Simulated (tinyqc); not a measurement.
# Carrier lifetime from Shockley-Read-Hall, radiative, Auger and surface recombination, step by step

A worked calculation. Computed by tinyqc, a small Python program that keeps every step. Command: `OMP_NUM_THREADS=1 python tinyqc.py 3025734 3025735 out.jsonl lifetime walk`. One thread of a shared host (Intel(R) Xeon(R) Processor @ 2.30GHz), about 0.02 s of CPU time with the checks. Intermediate numbers are printed to about 6 digits and carried at full precision; extremes and crossings named in words are read from the listed rows.

Energies are counted from the top of the valence band. Boltzmann statistics, full ionisation, and equal excess densities of electrons and holes.

Inputs (values chosen for the exercise, with bands modelled on 4H-SiC):
```
quantity                          value        unit
gap E_g                            3.27          eV
electron mass m_e                 0.399         m_0
valleys M_c                           3           -
hole mass m_h                      1.97         m_0
temperature T                       250           K
doping N                          2e+16       cm^-3
trap level E_t                    0.798          eV
trap density N_t                1.8e+13       cm^-3
electron cross-section sigma_n  1.3e-15        cm^2
hole cross-section sigma_p        2e-14        cm^2
radiative coefficient B         9.1e-15      cm^3/s
Auger coefficient C_n           3.1e-31      cm^6/s
Auger coefficient C_p           2.3e-30      cm^6/s
excess density dn                 2e+16       cm^-3
generation rate G               3.2e+19  cm^-3 s^-1
diffusion coefficient D             7.7      cm^2/s
surface velocity S                   11        cm/s
thickness W                         2.7  micrometre
```

Doping: n-type. Surface term: two equal surfaces.

Constants: m_0 = 9.1093837015e-31 kg; k_B = 1.380649e-23 J/K; h = 6.62607015e-34 J s; k_B = 8.617333262e-05 eV/K.

## Equilibrium densities

N_c = 2 M_c (2 pi m_e k_B T/h^2)^(3/2) and N_v = 2 (2 pi m_h k_B T/h^2)^(3/2), masses in units of m_0. n_i = sqrt(N_c N_v) exp(-E_g/2 k_B T); majority density N/2 + sqrt(N^2/4 + n_i^2), minority density n_i^2 over it.

N_c = 1.44338e+19 cm^-3

N_v = 5.27837e+19 cm^-3

n_i = 3.02546e-14 cm^-3

n_0 = 2.00e+16 cm^-3

p_0 = 4.57669e-44 cm^-3

## Capture times and SRH densities

v = sqrt(3 k_B T/m) with m_e or m_h; tau_n0 = 1/(sigma_n v_n N_t), tau_p0 = 1/(sigma_p v_p N_t); n1 = N_c exp(-(E_g - E_t)/k_B T), p1 = N_v exp(-E_t/k_B T).

v_n = 1.68788e+07 cm/s

v_p = 7.59617e+06 cm/s

tau_n0 = 2.53188e-06 s

tau_p0 = 3.65681e-07 s

n1 = 2.11862e-31 cm^-3

p1 = 4320.44 cm^-3

n1 and p1 are both far below the doping: the level acts as a deep recombination centre.

## Surface lifetime

The slowest diffusion mode has x tan x = S W/(2 D) with 0 < x < pi/2 (bisection), and tau_s = W^2/(4 x^2 D). The common approximation is W/(2 S) + W^2/(pi^2 D).

x = 0.0138869

tau_s = 1.22735e-05 s

approximate tau_s = 1.22737e-05 s

The approximation is off by 0.0014 %. Recombination at the surfaces limits: tau_s is close to W/2S.

## Lifetimes at the given injection

With n = n_0 + dn, p = p_0 + dn and U/dn = 1/tau: (n p - n_i^2)/dn = n_0 + p_0 + dn = s; 1/tau_SRH = s/[tau_p0 (n + n1) + tau_n0 (p + p1)]; 1/tau_rad = B s; 1/tau_Aug = (C_n n + C_p p) s; the rates add, with 1/tau_s. Radiative efficiency = tau_eff/tau_rad; effective diffusion length = sqrt(D tau_eff).

tau_SRH at dn = 1.63162e-06 s

tau_rad at dn = 0.00274725 s

tau_Aug at dn = 4.28082e-04 s

effective lifetime at dn = 1.43459e-06 s

radiative efficiency at dn = 5.22190e-04

effective diffusion length at dn = 33.2360 micrometre

SRH recombination carries 88 % of the rate; dn/N = 1.0 is intermediate injection. Caution: beyond low injection D should be the ambipolar coefficient.

## Steady state under generation

dn solves dn/tau_eff(dn) = G (60 bisections in ln dn between 1e-2 and 1e22 cm^-3); the splitting of the quasi-Fermi levels is k_B T ln(n p/n_i^2).

steady excess density = 1.14055e+13 cm^-3

lifetime in the steady state = 3.56423e-07 s

quasi-Fermi splitting under G = 2.79758 eV

The splitting, an upper bound for e V_oc, is 86 % of the gap.

## Lifetime against injection

Rows stop below half the smaller effective density of states.

Lifetimes (s):
```
dn (cm^-3)          SRH   radiative        Auger    effective  radiative efficiency  fastest channel
1.00e+10    3.65683e-07  0.00549450  8.06448e-03  3.55064e-07            0.00006462              SRH
1.00e+11    3.65694e-07  0.00549448  8.06414e-03  3.55075e-07            0.00006462              SRH
1.00e+12    3.65808e-07  0.00549423  8.06072e-03  3.55182e-07            0.00006465              SRH
1.00e+13    3.66947e-07  0.00549176  8.02670e-03  3.56255e-07            0.00006487              SRH
1.00e+14    3.78278e-07  0.00546717  7.70024e-03  3.66925e-07            0.00006711              SRH
1.00e+15    4.86247e-07  0.00523286  5.40511e-03  4.67635e-07            0.00008937              SRH
1.00e+16    1.20964e-06  0.00366300  1.03199e-03  1.09961e-06            0.00030019              SRH
1.00e+17    2.47558e-06  0.00091575  3.11876e-05  1.92835e-06            0.00210576              SRH
1.00e+18    2.84791e-06  0.00010774  3.74739e-07  3.21500e-07            0.00298417            Auger
```

tau_SRH goes from 3.66e-7 s at low injection (the minority capture time, 3.66e-7 s) to 2.85e-6 s in the last row; at high injection it tends to tau_n0 + tau_p0 = 2.90e-6 s. Ruling channel by row: SRH from 1e10, Auger from 1e18 cm^-3.

## Where in the gap a trap does harm

Low injection: tau = [tau_p0 (n_0 + n1) + tau_n0 (p_0 + p1)]/(n_0 + p_0). Depleted region (n = p = 0): generation lifetime tau_g = (tau_p0 n1 + tau_n0 p1)/n_i. n1 = N_c exp(-(E_g - E_t)/k_B T), p1 = N_v exp(-E_t/k_B T).

The same trap at other energies:
```
E_t (eV)  SRH lifetime (s)  generation lifetime (s)
0.196          1.11338e-06              4.94271e+23
0.490          3.65682e-07              5.85041e+17
0.818          3.65681e-07              1.42889e+11
1.144          3.65681e-07              3.82936e+04
1.472          3.65681e-07              9.35271e-03
1.635          3.65681e-07              5.03297e-06
1.799          3.65681e-07              3.86937e-04
2.126          3.65681e-07              1.51240e+03
2.452          3.65681e-07              5.64337e+09
2.780          3.65681e-07              2.31061e+16
3.074          3.95212e-07              1.95212e+22
```

The SRH lifetime (other channels left aside) stays within 10 % of its least value, among these rows, from E_t = 0.49 to 3.074 eV. The generation lifetime has a sharp minimum, among these rows at 1.635 eV and exactly at 1.670 eV, where tau_p0 n1 = tau_n0 p1, since generation needs two thermal jumps and the larger one rules.

Checks made by the program: n1 p1 = n_i^2 (relative difference below 1e-10); x tan x at the root (relative difference below 1e-10).
